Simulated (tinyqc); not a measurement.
Metal-interlayer-semiconductor contact, depinning against tunnelling resistance: one step of the calculation.

Zero bias, n-type semiconductor. Gap states at the semiconductor surface thin out as exp(-be ti), which unpins the barrier; electrons must then cross the interlayer (a rectangular barrier, no voltage drop across it) and the parabolic depleted layer, both by WKB. Energies E are counted from the Fermi level; no image force, parabolic bands.

Problem. Exponents and integrand on an energy grid. With U = phiB - xi: for xi < E < phiB, y = (E - xi)/U and G1 = (U/E00) [sqrt(1 - y) - y ln((1 + sqrt(1 - y))/sqrt(y))], G1 = 0 above phiB; G2 = 2 ti sqrt(mi max(phiB + dE - E, 0)/C), C = hbar^2/(2 m0); f = 1/(1 + exp(E/Vt)); integrand exp(-G1 - G2) f.

Values chosen for this exercise; semiconductor values close to those of gallium nitride; interlayer mass of the order of that in titanium dioxide, offset chosen freely: temperature T = 300 K; interlayer thickness ti = 1 nm; conduction-band offset of the interlayer above the semiconductor dE = 0.09 eV; tunnelling mass in the interlayer mi = 0.31 m0.

Constants: q = 1.602176634e-19 C, kB = 1.380649e-23 J/K, hbar = 1.054571817e-34 J s, m0 = 9.1093837015e-31 kg, Vt = kB T/q, hbar^2/(2 m0) = 0.0380998212 eV nm^2. Results are converted to the units shown.

E, point 0 to 13 (eV): -0.25  -0.20615  -0.16231  -0.11846  -0.07462  -0.03077  0.01308  0.05692  0.10077  0.14462  0.18846  0.23231  0.27615  0.32
phiB = 0.38052125 eV
xi = -0.25726970 eV
E00 = 0.10241215 eV

Find: G1; G2; f; integrand.

Solution.

```
point      G1      G2          f  integrand (1e-3)
0      5.9843  4.8425    0.99994            0.0199
1      5.0073  4.6929    0.99966            0.0613
2      4.2563  4.5383    0.99813            0.1513
3      3.6161  4.3782    0.98987            0.3339
4      3.0537  4.2122    0.94717            0.6621
5      2.5525  4.0392    0.76678            1.0518
6      2.1032  3.8585    0.37614            0.9688
7      1.6999  3.6689   0.099592            0.4640
8      1.3386  3.4690   0.019880            0.1624
9      1.0169  3.2568  0.0037058            0.0516
10     0.7338  3.0298  6.8189e-4            0.0158
11     0.4892  2.7844  1.2512e-4            0.0047
12     0.2845  2.5152  2.2955e-5            0.0014
13     0.1238  2.2133  4.2095e-6            0.0004
```

Numbers from tinyqc (`OMP_NUM_THREADS=1 python tinyqc.py 2270096 2270097 out.jsonl`; about 0.02 s on one thread of a shared Intel Xeon 2.30GHz).
